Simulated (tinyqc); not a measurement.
Stretching all distances: RHF, UHF, MP2, CISD and CCSD against full CI in the sto-3g basis, for BeH2, spin multiplicity 1. Computed by the program tinyqc with PySCF. All coordinates are multiplied by the scale. c0^2 is the weight of the RHF determinant in the lowest singlet FCI state (UHF is spin-contaminated and may lie near states of higher spin) and n(LUMO) the first natural occupation beyond the occupied space.

Geometry (angstrom):
```
atom,x,y,z
Be,0.0000,0.0000,0.0000
H,0.0000,1.2950,0.1010
H,0.0000,-1.2490,0.0970
```

Full CI energy (hartree) and errors against it (kcal/mol):
```
scale,distance 1-2 (angstrom),E(FCI),RHF,UHF,MP2,CISD,CCSD,<S^2> UHF,c0^2,n(LUMO)
0.9300,1.2080,-15.579456,18.7562,18.7562,5.9233,0.3476,0.1966,0.0000,0.9783,0.0204
1.3800,1.7925,-15.511905,40.2883,40.2883,16.4102,1.8613,0.8041,0.0000,0.9241,0.0922
1.6100,2.0913,-15.431656,62.5307,49.4767,28.3168,5.0646,2.1457,0.7630,0.8420,0.2081
1.8400,2.3900,-15.370328,96.0328,36.5551,47.3564,11.9406,4.6714,1.1999,0.6727,0.4597
```

Estimate the missing row, scale = 1.16.

Computed row:
```
scale   distance 1-2 (angstrom)      E(FCI)      RHF      UHF     MP2    CISD    CCSD  <S^2> UHF    c0^2  n(LUMO)
1.1600                   1.5068  -15.578700  26.8179  26.8179  9.6691  0.7345  0.3522     0.0000  0.9614   0.0426
```

UHF parts from RHF first at scale 1.61 of those listed, where <S^2> leaves zero. The weight c0^2 goes from 0.98 to 0.67 and n(LUMO) from 0.02 to 0.46: static correlation grows as the bonds break into open-shell fragments. The spread of the error along the curve, which distorts its shape, is CCSD 4.5, CISD 11.6, UHF 30.7, MP2 41.4, RHF 77.3 kcal/mol. The table stops here: at scale 2.06 and beyond, the reference weight falls under 0.45 or RHF, UHF or CCSD hop between solutions, so those rows were left out and the spreads given cover only the rows shown. As computed, partly on other solutions, the errors there reach in size RHF 186, UHF 29, MP2 86, CISD 19, CCSD 4 kcal/mol.
